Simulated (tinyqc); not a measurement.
Phonon transmission through an interface between two chains by Green functions. Which input was changed? Computed by tinyqc, a small Python program. Command: `OMP_NUM_THREADS=1 python tinyqc.py 3020776 3020777 out.jsonl agf which`. One thread of a shared host (Intel(R) Xeon(R) Processor @ 2.30GHz), about 0.1 s of CPU time with the checks.

Two semi-infinite chains (masses m_1, m_2; springs k_1, k_2), motion along the chain. The central region holds the end atom of each chain and one interlayer atom of mass m_b, joined by springs k_b. lambda = omega^2 in eV/(angstrom^2 u); nu = 15.6333042 THz x sqrt(lambda).

Inputs (values chosen for the exercise, for two model chains):

| quantity | value | unit |
|---|---|---|
| mass m_1 | 59.5 | u |
| spring k_1 | 9.09 | eV/angstrom^2 |
| mass m_2 | 26 | u |
| spring k_2 | 12.6 | eV/angstrom^2 |
| junction spring k_b | 3.35 | eV/angstrom^2 |
| interlayer mass m_b | 35.2 | u |
| probe frequency / lower band top | 0.86 | - |
| temperature T | 500 | K |

Atoms in the interlayer: one.

Constants: nu for 1 eV/(angstrom^2 u) = 15.6333042 THz; h x 1 THz = 4.135667696 meV; k_B = 8.617333262e-05 eV/K; k_B = 1.380649e-23 J/K; h = 6.62607015e-34 J s.

Method:
- nu_max = 15.6333042 THz x 2 sqrt(k/m); impedance Z = sqrt(k m); long-wave transmission 4 Z_1 Z_2/(Z_1 + Z_2)^2; the probe frequency is the given share of the lower band top.
- In chain i, sin(q_i a/2) = nu/nu_max,i. An outgoing wave makes the next atom move as exp(i q_i a) times the end atom, so the lead adds the self-energy Sigma_i = -k_i exp(i q_i a) to the force-constant matrix; Gamma_i = -2 Im Sigma_i = 2 k_i sin(q_i a).
- A = lambda M - K - Sigma over the central atoms, with K_ii the sum of the springs at i, K_(i,i+1) = -k_b; G = inverse of A; transmission = Gamma_1 Gamma_2 |G_(first,last)|^2.
- Landauer conductance G = k_B int tau(nu) x^2 e^x/(e^x - 1)^2 d nu, x = h nu/(k_B T), from 0 to the lower band top (240 Gauss-Legendre points in s from 0 to 1, nu = nu_top sin(pi s/2)); tau is the transmission, and its thermal mean is G over the value for tau = 1 in the same window; the quantum is g_0 = pi^2 k_B^2 T/(3 h).

Question. One of these inputs alone was changed, within the range given: spring k_1 (4.545 to 18.18); mass m_2 (13 to 52); interlayer mass m_b (17.6 to 70.4); temperature T (250 to 1000). Which one, and to what value?

Results:

| run | transmission | thermal mean of the transmission | conductance G (pW/K) |
|---|---|---|---|
| before | 0.03035089 | 0.5664644 | 92.07043 |
| after | 0.01180130 | 0.5040967 | 88.69813 |

Answer.

Each candidate set to reproduce transmission, and what it then gives:

| candidate | range searched | value needed | thermal mean of the transmission | conductance G (pW/K) |
|---|---|---|---|---|
| spring k_1 (eV/angstrom^2) | 4.545 to 18.18 | 10.80 | 0.50410 | 88.698 |
| mass m_2 (u) | 13 to 52 | out of reach | - | - |
| interlayer mass m_b (u) | 17.6 to 70.4 | 46.58 | 0.53635 | 87.175 |
| temperature T (K) | 250 to 1000 | no effect | - | - |

Only spring k_1 fits every result: it went from 9.09 to 10.8 eV/angstrom^2. The next best candidate, interlayer mass m_b, misses one result by 6.4 %.
